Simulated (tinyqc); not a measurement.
## Thermionic-field emission through a Schottky barrier, WKB: current against forward bias

Metal on an n-type semiconductor with one parabolic valley; V > 0 is forward bias (metal positive). Energies E are counted from the conduction edge of the neutral semiconductor, whose Fermi level lies at -xi; that of the metal lies at -xi - V. The barrier is a parabola of height Vd = phi - xi - V (depletion approximation, no image force).

Nc = 2 (2 pi me m0 kB T/h^2)^1.5 (times 1e-6 for cm^-3); Nd = Nc F12(-xi/Vt), F12(x) = (2/sqrt(pi)) int_0^infinity sqrt(u)/(1 + exp(u - x)) du; E00 = (hbar/2) sqrt(Nd/(me m0 eps0 eps_r)) in SI units (volts). For E < Vd, ln T(E) = -(Vd/E00) [sqrt(1 - y) - y ln((1 + sqrt(1 - y))/sqrt(y))], y = E/Vd; T(E) = 1 above. J = A* T (q/kB) int_0^infinity T(E) N(E) dE, N = ln[(1 + exp((-xi - E)/Vt))/(1 + exp((-xi - V - E)/Vt))], A* = 4 pi q me m0 kB^2/h^3 (times 1e-4 for A/(cm^2 K^2)). The integral is converged to the digits shown; the share over the barrier is that of E > Vd, and 0 means below 1e-6 %. n = (dV/d ln J)/Vt.

Values chosen for this exercise; band and dielectric values those of a made-up semiconductor:

| symbol | value | unit | meaning |
|---|---|---|---|
| T | 250 | K | temperature |
| me | 0.225 | m0 | electron mass |
| eps_r | 8.24 |  | relative permittivity |
| phi | 0.53 | eV | barrier height seen from the metal |
| Nd | 5.1e17 | cm^-3 | donor density |

Constants: q = 1.602176634e-19 C, kB = 1.380649e-23 J/K, eps0 = 8.8541878128e-12 F/m, hbar = 1.054571817e-34 J s, h = 6.62607015e-34 J s, m0 = 9.1093837015e-31 kg, Vt = kB T/q. Results are converted to the units shown.

Result of one run:

| V (V) | J (A/cm^2) | share over the barrier (%) | mean E/Vd | n |
|---|---|---|---|---|
| 0.128 | 0.2249 | 5.90 | 0.8067 | 1.098 |

What becomes of these results when the bias V is changed from 0.128 to 0.086 V, all else the same?

Result of the changed run:

| V (V) | J (A/cm^2) | share over the barrier (%) | mean E/Vd | n |
|---|---|---|---|---|
| 0.086 | 0.03760 | 4.94 | 0.8074 | 1.076 |

The whole series:

| V (V) | J (A/cm^2) | share over the barrier (%) | mean E/Vd | n |
|---|---|---|---|---|
| 0.086 | 0.03760 | 4.94 | 0.8074 | 1.076 |
| 0.128 | 0.2249 | 5.90 | 0.8067 | 1.098 |
| 0.169 | 1.265 | 7.05 | 0.8060 | 1.105 |
| 0.211 | 7.350 | 8.53 | 0.8054 | 1.111 |
| 0.252 | 40.58 | 10.4 | 0.8053 | 1.117 |
| 0.294 | 230.7 | 12.8 | 0.8063 | 1.127 |
| 0.335 | 1238 | 16.0 | 0.8096 | 1.140 |
| 0.377 | 6736 | 20.7 | 0.8197 | 1.164 |

J rises from 0.0376 to 6740 A/cm^2, and n rises from 1.08 to 1.16. The Padovani-Stratton slope is (E00/Vt) coth(E00/Vt) = 1.07; the middle row is 4.7 % above it.

Range of the model: The depletion approximation, a parabolic band and the neglect of image-force lowering make these currents estimates at high doping.

Numbers from tinyqc (`OMP_NUM_THREADS=1 python tinyqc.py 2640131 2640132 out.jsonl`; about 0.05 s on one thread of a shared Intel Xeon 2.30GHz).
